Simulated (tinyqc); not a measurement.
From results to parameters: Hubbard dimer. Computed by the program tinyqc.

Problem. A two-site Hubbard model with two electrons has its ground state at (U - sqrt(U^2 + 16 t^2))/2, the triplet at 0 and the odd ionic singlet at U. Find t, U and the double occupancy per site.

singlet-triplet splitting = 2.825363 eV
gap from the ground state to the ionic odd singlet = 3.445363 eV

Solution. The difference of the two gaps is U and their product is 4 t^2; the double occupancy per site is (1 - U/sqrt(U^2 + 16 t^2))/4.

t, U (eV): 1.5600  0.6200
double occupancy per site = 0.2253
